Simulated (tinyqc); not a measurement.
Inside a calculation. Model: resistive crossbar, vector-matrix product with wire resistance.

Program tinyqc, `OMP_NUM_THREADS=1 python tinyqc.py 2880140 2880141 out.jsonl`; Intel Xeon 2.30GHz, shared host, one thread, about 0.01 s. Printed values are rounded.

3 rows and 2 columns. Cell (i, j) joins row node wij to column node bij. Each row is driven at its left end through one wire segment rw; neighbouring nodes along a row or a column are joined by rw; each column ends below the last row in one more rw and a virtual ground, where its current is read. Ideal output: I_j = sum_i V_i G_ij.

Parameters, values chosen for the exercise:
```
symbol               value  unit                                     meaning
rw                      10   ohm  wire resistance between neighbouring cells
V       [0.29, 0.31, 0.06]     V                  input voltages of the rows
```

## The nodal equations

cell conductances G (uS):
```
	column 1	column 2
row 1	25	24
row 2	11	25
row 3	22	35
```

Kirchhoff current law at every node, A x = b: A holds the sum of the conductances at a node on the diagonal and minus the conductance between two nodes off it (wire conductance 1/rw); b = V_i/rw at the first node of row i.

A (uS):
```
            w11         w12         w21         w22         w31         w32         b11         b12
w11  2.000250e5        -1e5           0           0           0           0         -25           0
w12        -1e5  1.000240e5           0           0           0           0           0         -24
w21           0           0  2.000110e5        -1e5           0           0           0           0
w22           0           0        -1e5  1.000250e5           0           0           0           0
w31           0           0           0           0  2.000220e5        -1e5           0           0
w32           0           0           0           0        -1e5  1.000350e5           0           0
b11         -25           0           0           0           0           0  1.000250e5           0
b12           0         -24           0           0           0           0           0  1.000240e5
b21           0           0         -11           0           0           0        -1e5           0
b22           0           0           0         -25           0           0           0        -1e5
b31           0           0           0           0         -22           0           0           0
b32           0           0           0           0           0         -35           0           0

            b21         b22         b31         b32
w11           0           0           0           0
w12           0           0           0           0
w21         -11           0           0           0
w22           0         -25           0           0
w31           0           0         -22           0
w32           0           0           0         -35
b11        -1e5           0           0           0
b12           0        -1e5           0           0
b21  2.000110e5           0        -1e5           0
b22           0  2.000250e5           0        -1e5
b31        -1e5           0  2.000220e5           0
b32           0        -1e5           0  2.000350e5
```

b (uA): w11 29000, w12 0, w21 31000, w22 0, w31 6000, w32 0, b11 0, b12 0, b21 0, b22 0, b31 0, b32 0

## Node voltages and column currents

Solve A x = b; I_j = b3j/rw.

row nodes (mV): w11 289.8582, w12 289.7887, w21 309.8886, w22 309.8112, w31 59.96591, w32 59.94499
column nodes (mV): b11 0.2984617, b12 0.3840417, b21 0.2260718, b22 0.3145846, b31 0.1196190, b32 0.1677533
column currents (uA): column 1 11.96190, column 2 16.77533

## Error against the ideal product

Ideal I_j = sum_i V_i G_ij; error = I/ideal - 1.

ideal currents (uA): column 1 11.98, column 2 16.81
error (%): column 1 -0.1511, column 2 -0.2062

The largest error is in column 2. All currents fall short, since the wires take part of the voltage.
